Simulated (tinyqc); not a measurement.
Inversion-layer mobility, back-scattering and ballistic limit of a field-effect transistor: one step, computed by the program tinyqc. Command: `OMP_NUM_THREADS=1 python tinyqc.py 3024371 3024372 out.jsonl mos walk`. One thread of a shared host (Intel(R) Xeon(R) Processor @ 2.30GHz), about 0.01 s of CPU time with the checks.

The charge at the top of the source barrier is fixed by the gate; series resistance and short-channel effects are left out. F_j are Fermi integrals normalised to exp(eta) in the classical limit.

Question. Effective mobility. mu_phonon = mu_ph (E_eff/1 MV/cm)^(-0.3) (T/300 K)^(-1.75); mu_rough = mu_sr (E_eff/1 MV/cm)^(-2); mu_Coulomb = mu_C (N_inv/1e12 cm^-2) (T/300 K); Matthiessen's rule adds 1/mu.

Inputs (values chosen for the exercise, modelled on an InGaAs n-channel):

| quantity | value | unit |
|---|---|---|
| phonon mobility at 1 MV/cm and 300 K, mu_ph | 3100 | cm^2/(V s) |
| roughness mobility at 1 MV/cm, mu_sr | 3000 | cm^2/(V s) |
| Coulomb mobility at N_inv = 1e12/cm^2, mu_C | 2800 | cm^2/(V s) |
| temperature T | 400 | K |

Statistics at the top of the barrier: Fermi-Dirac.

inversion density N_inv = 6.178459e+12 1/cm^2

effective field E_eff = 0.6625198 MV/cm

Give: phonon part; roughness part; Coulomb part; effective mobility mu.

Answer.

phonon part = 2120 cm^2/(V s)

roughness part = 6835 cm^2/(V s)

Coulomb part = 23066 cm^2/(V s)

effective mobility mu = 1512 cm^2/(V s)

The phonon part is the lowest and holds 71 % of 1/mu.
